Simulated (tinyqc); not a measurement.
Comparisons within one model: polar nitride quantum well with polarisation fields. A value that a table varies takes the place of the one given here.

Growth along [0001]. e_par = (a_sub - a)/a, Ppz = 2 e_par (e31 - e33 C13/C33), P = Psp + Ppz in each layer; strain relaxation and the strain shift of the gaps are left out, although thick layers with more than about 1 % mismatch would relax.

In a periodic stack without free charge the potential drop over a period vanishes: F_w = (P_b - P_w) Lb/(eps0 (eps_w Lb + eps_b Lw)), F_b = -F_w Lw/Lb, eps0 = 8.8541878e-12 F/m; 1 MV/cm = 1e8 V/m = 0.01 V/angstrom.

Envelope functions on cells of 0.25 angstrom over barrier, well, barrier (widths Lb, Lw, Lb), psi = 0 beyond, psi'/m continuous (mean mass between points), c = hbar^2/2m0. With u(z) the integral of e F (F_w in the well, F_b = -F_w Lw/Lb in the barriers, 1 MV/cm = 0.01 V/angstrom), zero at the centre of the well, the electron sees u plus Vc in the barriers and the hole -u plus Vv. The transition is Eg + E_e + E_h; excitons are left out.

Constants: hbar^2/2m0 = 3.80998211 eV angstrom^2; hc = 1239.841984 eV nm.

Values chosen for the exercise (near those of a GaN well in AlGaN; not measured data): a_w = 3.189 angstrom (lattice constant a, well); a_b = 3.169 angstrom (lattice constant a, barrier); a_sub = 3.189 angstrom (in-plane lattice constant of the stack); Psp_w = -0.035 C/m^2 (spontaneous polarisation); Psp_b = -0.0442 C/m^2 (spontaneous polarisation); e31_w = -0.321 C/m^2; e31_b = -0.388 C/m^2; e33_w = 0.694 C/m^2; e33_b = 0.922 C/m^2; C_w = 0.264 (C13/C33); C_b = 0.277 (C13/C33); eps_w = 10.3 (dielectric constant); eps_b = 10.3 (dielectric constant); Lb = 75 angstrom (barrier width); Eg = 3.44 eV (gap of the well); Vc = 0.389 eV (conduction offset); Vv = 0.183 eV (valence offset); me = 0.2 m0 (electron, well); meb = 0.231 m0 (electron, barrier); mh = 1.81 m0 (hole, everywhere); Ls = (10, 15, 20, 25, 30, 40, 50) angstrom (well widths); Lw = 18 angstrom (well width).

## Width of the well

Field, levels and overlap anew for each width.

Results:

| Lw (angstrom) | F_w (MV/cm) | E (eV) | E without field (eV) | overlap^2 | ln overlap^2 |
|---|---|---|---|---|---|
| 10 | -1.676 | 3.7439 | 3.7683 | 0.698 | -0.36 |
| 15 | -1.583 | 3.6294 | 3.6752 | 0.601 | -0.51 |
| 20 | -1.499 | 3.5404 | 3.6147 | 0.432 | -0.84 |
| 25 | -1.424 | 3.4673 | 3.5742 | 0.270 | -1.31 |
| 30 | -1.357 | 3.4044 | 3.5461 | 0.150 | -1.89 |
| 40 | -1.239 | 3.2983 | 3.5108 | 0.0353 | -3.34 |
| 50 | -1.140 | 3.2094 | 3.4906 | 0.00606 | -5.11 |

What does this show, and why?

The red shift grows from 24 to 281 meV. The line drops below Eg between 25 and 30 angstrom, which a square well can never do. Over the last two rows dE/dLw = -8.9 meV per angstrom, against -|e F_w| = -11.4 in the last row; the field itself weakens by 32 % over the table, since a wider well shares the drop with the barrier. The overlap falls by a factor 115.

## Screening the field

F_w = -1.5317 MV/cm

Carriers or a semipolar orientation reduce the field; here it is simply scaled in well and barrier.

Results:

| share of the field | F_w (MV/cm) | E (eV) | nm | overlap^2 | separation (angstrom) |
|---|---|---|---|---|---|
| 1.0 | -1.532 | 3.5737 | 346.9 | 0.50 | 9.0 |
| 0.8 | -1.225 | 3.5943 | 344.9 | 0.60 | 7.6 |
| 0.6 | -0.919 | 3.6116 | 343.3 | 0.71 | 6.0 |
| 0.4 | -0.613 | 3.6247 | 342.1 | 0.81 | 4.2 |
| 0.2 | -0.306 | 3.6330 | 341.3 | 0.89 | 2.2 |
| 0.0 | 0.000 | 3.6359 | 341.0 | 0.92 | 0.0 |

What does this show?

Full screening shifts the line by -5.9 nm (+62 meV). The first fifth of the screening gives 21 meV and the last fifth 3 meV; a purely quadratic shift would give a ratio of 9, a linear one 1, and here it is 7.2.

## What each parameter does

Polarisation, field, levels and overlap anew. Each row changes one parameter from the base and keeps the others.

Results:

| case | F_w (MV/cm) | E (eV) | overlap^2 | red shift (meV) |
|---|---|---|---|---|
| base | -1.532 | 3.5737 | 0.50 | 62 |
| Lw = 23 angstrom | -1.454 | 3.4951 | 0.33 | 93 |
| Lb = 100 angstrom | -1.610 | 3.5665 | 0.47 | 69 |
| a_sub = 3.179 angstrom | -1.452 | 3.5793 | 0.53 | 57 |
| Psp_b = -0.0486 C/m^2 | -1.921 | 3.5433 | 0.39 | 93 |
| e33_w = 0.763 C/m^2 | -1.532 | 3.5737 | 0.50 | 62 |
| eps_w = 11.3 | -1.420 | 3.5815 | 0.54 | 54 |
| mh = 1.27 m0 | -1.532 | 3.5855 | 0.55 | 60 |
| Vc = 0.331 eV | -1.532 | 3.5578 | 0.47 | 65 |

What does this show?

The largest shifts from the base row, up to three for each result and ties (the steps differ in size, so this ranks the rows, not the parameters). F_w (MV/cm): Psp_b -0.389, eps_w +0.111, a_sub +0.079; unchanged at the printed digits by e33_w, mh and Vc. E (eV): Lw -0.0786, Psp_b -0.0304, Vc -0.0159; unchanged at the printed digits by e33_w. overlap^2: Lw -0.172, Psp_b -0.108, mh +0.0444; unchanged at the printed digits by e33_w. red shift (meV): Lw +31, Psp_b +30, eps_w -8; unchanged at the printed digits by e33_w.

Program tinyqc; command `OMP_NUM_THREADS=1 python tinyqc.py 1282057 1282058 out.jsonl`; about 0.1 s on one thread of a shared Intel(R) Xeon(R) Processor @ 2.30GHz.
